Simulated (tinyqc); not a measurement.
Standing waves and exposure in a photoresist film: one step. Round trip and reflectance. Five cases, with inputs chosen for the exercise.

Problem. Form p^2, the denominator and R; the period of the standing wave is lam/(2 n1).

Normal incidence from air. Unexposed resist: N1 = n1 + i k1 with k1 = (A + B) lam/(4 pi), lam in micrometres. r01 = (1 - N1)/(1 + N1), t01 = 2/(1 + N1). Substrate Ns = ns + i ks: r12 = (N1 - Ns)/(N1 + Ns). With p = exp(2 pi i N1 d/lam), the field at depth z is E(z) = t01 [exp(2 pi i N1 z/lam) + r12 p^2 exp(-2 pi i N1 z/lam)]/(1 + r01 r12 p^2), the relative intensity I(z) = n1 |E(z)|^2 and the reflectance R = |(r01 + r12 p^2)/(1 + r01 r12 p^2)|^2.

Give: p^2; 1 + r01 r12 p^2; R; period.

Case 1.

Values chosen (out of a larger set: a resist on Si, indices near tabulated ones; not measured data): d = 1077 nm (resist thickness); lam = 365 nm (vacuum wavelength).

N1 = 1.6750000+0.0098756i
r01 = -0.252347-0.002760i
r12 = -0.630163-0.117744i

Solution.

p^2 = 0.5195-0.4592i
1 + r01 r12 p^2 = 1.0969-0.0565i
R = 0.3751
period = 108.96 nm

The film holds 9.88 periods.

Case 2.

Values chosen (out of a larger set: a resist on Si, indices near tabulated ones; not measured data): d = 906 nm (resist thickness); lam = 365 nm (vacuum wavelength).

N1 = 1.7210000+0.0095851i
r01 = -0.264985-0.002589i
r12 = -0.625070-0.119499i

Solution.

p^2 = -0.7138-0.2011i
1 + r01 r12 p^2 = 0.8887-0.0570i
R = 0.0859
period = 106.04 nm

The film holds 8.54 periods.

Case 3.

Values chosen (out of a larger set: a resist on Si, indices near tabulated ones; not measured data): d = 202 nm (resist thickness); lam = 193 nm (vacuum wavelength).

N1 = 1.7310000+0.0181230i
r01 = -0.267700-0.004860i
r12 = -0.378279-0.650778i

Solution.

p^2 = -0.5626-0.5517i
1 + r01 r12 p^2 = 1.0419-0.1532i
R = 0.4473
period = 55.75 nm

The film holds 3.62 periods.

Case 4.

Values chosen (out of a larger set: a resist on Al, indices near tabulated ones; not measured data): d = 534 nm (resist thickness); lam = 248 nm (vacuum wavelength).

N1 = 1.7700000+0.0179590i
r01 = -0.278009-0.004681i
r12 = -0.459408-0.818903i

Solution.

p^2 = -0.4419-0.4278i
1 + r01 r12 p^2 = 1.0436-0.1546i
R = 0.4381
period = 70.06 nm

The film holds 7.62 periods.

Case 5.

Values chosen (out of a larger set: a resist on polySi, indices near tabulated ones; not measured data): d = 994 nm (resist thickness); lam = 365 nm (vacuum wavelength).

N1 = 1.6680000+0.0255603i
r01 = -0.250444-0.007181i
r12 = -0.559072-0.174177i

Solution.

p^2 = 0.3591+0.2120i
1 + r01 r12 p^2 = 1.0397+0.0465i
R = 0.1911
period = 109.41 nm

The film holds 9.08 periods.

Computed by tinyqc, one run a case: `OMP_NUM_THREADS=1 python tinyqc.py N N+1 out.jsonl` with N = 1650196, 1650445, 1650944, 1651182, 1651391; one thread of a shared Intel(R) Xeon(R) Processor @ 2.30GHz, about 0.01 s a run at most.
